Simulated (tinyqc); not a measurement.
## Resistance of a source-drain extension with a graded tip: effect of the active doping of the extension far from the gate

y runs along the channel, the gate covers y > 0. The doping is N0 for y < y0 and N0 10^(-(y - y0)/la) beyond, uniform over the depth xj. Sheet conductance s(y) = q mu(N) max(N - Nch, 0) xj + (for y > 0) ma Cox Vo, with mu(N) = u0 + (u1 - u0)/(1 + (N/Nr)^au) and Cox = eps0 eox/tox. Current is taken as one-dimensional; depletion of the tip, spreading and the contact are left out. The metallurgical junction lies at yj, where N = Nch.

R_spacer = integral of dy/s from -Ls to 0, R_ov from 0 to yj, R_channel = (Lg - 2 yj)/(ma Cox Vo), R_total = 2 R_spacer + 2 R_ov + R_channel. Electrical length L_eff = ma Cox dR_total/d(1/Vo); R_series = R_total - L_eff/(ma Cox Vo).

Values chosen for this exercise; mobility law close to that of holes in silicon: relative permittivity of the gate insulator (close to silicon dioxide) eox = 3.9; insulator thickness tox = 1.5 nm; lateral abruptness la = 5.6 nm/decade; position under the gate where the fall begins (gate edge at 0) y0 = 0.4 nm; depth of the extension xj = 6 nm; channel doping Nch = 2.1e18 cm^-3; spacer length Ls = 23 nm; gate overdrive Vo = 0.52 V; mobility of the gate-induced layer ma = 48 cm^2/(V s); mobility at low doping u1 = 470.5 cm^2/(V s); mobility at high doping u0 = 44.9 cm^2/(V s); reference doping Nr = 2.23e17 cm^-3; exponent au = 0.719; gate length Lg = 30 nm.

Constants: q = 1.602176634e-19 C, eps0 = 8.8541878128e-14 F/cm where lengths are in cm. Results are converted to the units shown.

Results:
```
N0 (cm^-3),yj (nm),R_spacer (ohm um),R_ov (ohm um),R_channel (ohm um),R_total (ohm um),L_eff (nm),R_series (ohm um)
2e19,5.881,218.9,64.04,317.4,883.3,23.28,478.2
3.1e19,6.947,145.7,69.17,280.3,710.1,21.31,339.3
4.7e19,7.959,99.06,72.77,245.1,588.7,19.37,251.7
7.2e19,8.997,66.49,75.43,209.0,492.8,17.34,191.1
1.1e20,10.03,44.55,77.30,173.1,416.8,15.30,150.5
2.6e20,12.12,19.52,79.48,100.3,298.3,11.13,104.6
4e20,13.17,12.84,80.07,63.80,249.6,9.036,92.36
```

Estimate the missing row, N0 = 1.7e20 cm^-3.

Computed row:
```
N0 (cm^-3),yj (nm),R_spacer (ohm um),R_ov (ohm um),R_channel (ohm um),R_total (ohm um),L_eff (nm),R_series (ohm um)
1.7e20,11.09,29.40,78.61,136.2,352.2,13.19,122.7
```

With this row back in the table: As N0 goes from 2e19 to 4e20, R_total falls from 883 to 250 ohm um, L_eff falls from 23.3 to 9.04 nm and R_series falls from 478 to 92.4 ohm um.

tinyqc, about 0.05 s, one thread, Intel Xeon 2.30GHz (shared host): `OMP_NUM_THREADS=1 python tinyqc.py 2282031 2282032 out.jsonl`
